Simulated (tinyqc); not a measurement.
Worked calculation: Hueckel theory of the pi electrons with the omega technique, for the molecule C=C1C=CC=CC=C1N (SMILES; centres numbered as the heavy atoms are written). One step of it, computed by the program tinyqc.

Task: Omega technique, round 1. h_r = h_r(0) + omega q_r, omega = 0.6, with q_r = z_r - P_rr; 0.5 of the old diagonal is kept.

Hueckel matrix in units of beta (H = alpha + beta A), lower triangle:
```
          1C        2C        3C        4C        5C        6C        7C        8C
1C  0.000000
2C  1.000000  0.000000
3C  0.000000  1.000000  0.000000
4C  0.000000  0.000000  1.000000  0.000000
5C  0.000000  0.000000  0.000000  1.000000  0.000000
6C  0.000000  0.000000  0.000000  0.000000  1.000000  0.000000
7C  0.000000  0.000000  0.000000  0.000000  0.000000  1.000000  0.000000
8C  0.000000  1.000000  0.000000  0.000000  0.000000  0.000000  1.000000  0.000000
9N  0.000000  0.000000  0.000000  0.000000  0.000000  0.000000  0.000000  0.800000

          9N
9N  1.500000
```

charge and bond-order matrix P, lower triangle:
```
           1C         2C         3C         4C         5C         6C         7C        8C
1C   1.303856
2C   0.754280   0.986513
3C  -0.205736   0.464126   0.995329
4C  -0.290154   0.036230   0.753714   0.962342
5C   0.241966  -0.112201   0.003243   0.551614   1.015016
6C   0.177952  -0.088977  -0.314301   0.055917   0.718418   0.939684
7C  -0.330943   0.066346  -0.036303  -0.147497  -0.019416   0.567959   1.049593
8C  -0.111606   0.427229   0.233150  -0.111636  -0.297956   0.090493   0.705498  0.865725
9N   0.004865  -0.081988  -0.140287   0.058077   0.138094  -0.089301  -0.199650  0.354224

          9N
9N  1.881942
```

Centres:
```
centre  z_r, pi electrons of the neutral centre         h
1C                                            1  0.000000
2C                                            1  0.000000
3C                                            1  0.000000
4C                                            1  0.000000
5C                                            1  0.000000
6C                                            1  0.000000
7C                                            1  0.000000
8C                                            1  0.000000
9N                                            2  1.500000
```

Give: matrix after round 1.

Result:

matrix after round 1, lower triangle:
```
         1C      2C      3C      4C       5C      6C       7C      8C
1C  -0.0912
2C   1.0000  0.0040
3C   0.0000  1.0000  0.0014
4C   0.0000  0.0000  1.0000  0.0113
5C   0.0000  0.0000  0.0000  1.0000  -0.0045
6C   0.0000  0.0000  0.0000  0.0000   1.0000  0.0181
7C   0.0000  0.0000  0.0000  0.0000   0.0000  1.0000  -0.0149
8C   0.0000  1.0000  0.0000  0.0000   0.0000  0.0000   1.0000  0.0403
9N   0.0000  0.0000  0.0000  0.0000   0.0000  0.0000   0.0000  0.8000

        9N
9N  1.5354
```
